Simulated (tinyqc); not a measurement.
# X-ray reflectivity of a thin film on silicon: critical angles, Parratt recursion, fringes and roughness, step by step

A worked calculation. Computed by tinyqc, a small Python program that keeps every step. Command: `OMP_NUM_THREADS=1 python tinyqc.py 3121146 3121147 out.jsonl xrr walk`. One thread of a shared host (Intel(R) Xeon(R) Processor @ 2.30GHz), about 0.01 s of CPU time with the checks. Intermediate numbers are printed to about 5 digits and carried at full precision; extremes and crossings named in words are read from the listed rows.

n = 1 - delta + i beta; the classical electron radius is r_e = 2.8179403e-6 nm. Layer 0 is vacuum, 1 the film, 2 the substrate.

Inputs (values chosen for the exercise, modelled on a porous low-k film on silicon, copper K-alpha radiation):
```
quantity                                        value     unit
wavelength lambda                             0.15406       nm
film density rho                                 1.37   g/cm^3
effective electrons per unit mass, film         0.524    mol/g
beta/delta, film                               0.0098        -
film thickness d                                 26.3       nm
roughness of the surface sigma_1                 0.99       nm
roughness of the interface sigma_2               0.37       nm
substrate density                                2.33   g/cm^3
effective electrons per unit mass, substrate    0.507    mol/g
beta/delta, substrate                           0.023        -
grazing angle theta                             0.763  degrees
```

Constants: N_A = 6.02214076e+23 1/mol.

## Optical constants

delta = r_e lambda^2 rho_e/(2 pi), rho_e = density x electrons per mass x N_A; critical angle sqrt(2 delta), q_c = 4 sqrt(pi r_e rho_e).

Constants:
```
layer      rho_e (1/nm^3)       delta        beta  critical angle (degrees)  q_c (1/nm)
film               432.32  4.6019e-06  4.5098e-08                   0.17382     0.24746
substrate          711.40  7.5726e-06  1.7417e-07                   0.22298     0.31744
```

The film is less dense in electrons than the substrate, so a second edge from the substrate can show.

## Critical angle of the film

The formulas are those given above.

critical angle of the film = 0.17382 degrees

## Reflectivity at one angle

k_j = (2 pi/lambda) sqrt(sin^2 theta - 2 delta_j + 2 i beta_j); r_ij = (k_i - k_j)/(k_i + k_j) x exp(-2 k_i k_j sigma^2) (Nevot-Croce); r = (r_01 + r_12 p)/(1 + r_01 r_12 p), p = exp(2 i k_1 d); R = |r|^2.

k_0, k_1, k_2 (1/nm): 0.54310  0.52882+0.00014i  0.51939+0.00056i

1000 r_01 = 7.5880-0.0775i

1000 r_12 = 8.3425-0.3745i

p = -0.89003+0.43935i

reflectivity R = 1.5484e-05

q = 4 pi sin(theta)/lambda = 1.0862 1/nm

## Fringe period, contrast and decay

Far above the critical angle the period is d theta = lambda/(2 d), or 2 pi/d in q; the envelope runs between (|r_01| - |r_12 p|)^2 and (|r_01| + |r_12 p|)^2; contrast = 2 a b/(a^2 + b^2) with a = |r_01|, b = |r_12 p|; roughness factors on the amplitudes are about exp(-q^2 sigma^2/2).

period in theta = 0.16781 degrees

period in q = 0.23890 1/nm

contrast = 0.99612

roughness factor, surface = 0.56092

roughness factor, interface = 0.92242

## Thickness from the minima

Minima of R theta^4 are located on 6001 points over 7.5 periods, from 1.15 times the larger critical angle. With refraction, sin^2(theta_m) = 2 delta + m^2 (lambda/(2 d))^2, m integer or half-integer; the first six minima are used, and the first order is the one that minimises the largest residual of the least-squares line plus the distance of its intercept from 2 delta. Without refraction, d = lambda/(2 x mean step of sin theta).

Minima:
```
order m  theta (degrees)  sin^2 theta
1.5               0.3070   2.8705e-05
2.5               0.4551   6.3082e-05
3.5               0.6134   1.1463e-04
4.5               0.7758   1.8333e-04
5.5               0.9398   2.6905e-04
6.5               1.1049   3.7185e-04
```

d with refraction = 26.299 nm

d without refraction = 27.657 nm

Against d = 26.3 nm the errors are 0.00 % with and +5.16 % without refraction. The orders are half-integers, as r_01 and r_12 have the same sign for a film less dense than the substrate.

## Which roughness does what

R is averaged over one period above each angle (64 points); contrast = (max - min)/(max + min) of R theta^4 over that period. Cases: smooth; only sigma_1; only sigma_2; both.

Mean R and contrast:
```
theta (degrees)    R smooth  contrast  R, sigma_1  contrast, sigma_1  R, sigma_2  contrast, sigma_2     R, both  contrast, both
0.8              1.5517e-04   0.92010  7.4108e-05         9.1812e-01  1.4666e-04            0.87634  6.5635e-05         0.95483
1.2              3.0631e-05   0.91519  1.0048e-05         5.8765e-01  2.7359e-05            0.81921  6.7634e-06         0.70167
1.8              6.8232e-06   0.91316  1.9692e-06         8.9242e-02  5.5584e-06            0.68048  7.5845e-07         0.18971
2.5              1.8977e-06   0.91133  5.4269e-07         4.9566e-03  1.4171e-06            0.48554  8.7055e-08         0.12075
3.5              5.0717e-07   0.91179  1.4571e-07         9.9024e-05  3.5712e-07            0.21807  4.2432e-09         0.16243
```

At 2.5 degrees sigma_1 alone multiplies the mean R by 0.29 and sigma_2 alone by 0.75; the contrast goes from 0.91 (smooth) to 0.00 and 0.49.

Checks made by the program: smooth bare substrate far above q_c against (q_c/2q)^4 (relative difference 1e-03).
